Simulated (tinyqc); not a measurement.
Solubility, supersaturation, precipitation and gettering of an impurity in a silicon-like host: one step, computed by the program tinyqc. Command: `OMP_NUM_THREADS=1 python tinyqc.py 3023971 3023972 out.jsonl ripen walk`. One thread of a shared host (Intel(R) Xeon(R) Processor @ 2.30GHz), about 0.01 s of CPU time with the checks.

The wafer was saturated at T1 and is then held at T.

Question. Solubility, diffusivity, supersaturation. C_eq(T) = N0 exp(S/k_B - H/(k_B T)); D(T) = D0 exp(-Q/(k_B T)); C0 = C_eq(T1). Supersaturation s = C0/C_eq(T); critical radius r* = 2 gamma/(C_p k_B T ln s); barrier W* = (4 pi/3) gamma r*^2. Strain energy is left out.

Inputs (values chosen for the exercise, modelled on copper in silicon): site density N0 = 5e+22 1/cm^3; enthalpy of solution H = 1.52 eV; entropy of solution S = 2.2 k_B; diffusion prefactor D0 = 0.0044 cm^2/s; migration energy Q = 0.423 eV; temperature of saturation T1 = 1275 K; anneal temperature T = 890 K; impurity density in the precipitate C_p = 2.8e+22 1/cm^3; interface energy gamma = 0.65 J/m^2.

Constants: k_B = 8.617333262e-05 eV/K; k_B = 1.380649e-23 J/K.

Give: C0; C_eq(T); D(T); supersaturation s; critical radius r*; W*/(k_B T).

Answer.

C0 = 4.4280e+17 1/cm^3

C_eq(T) = 1.1147e+15 1/cm^3

D(T) = 1.7707e-05 cm^2/s

supersaturation s = 397.24

critical radius r* = 0.63137 nm

W*/(k_B T) = 88.326
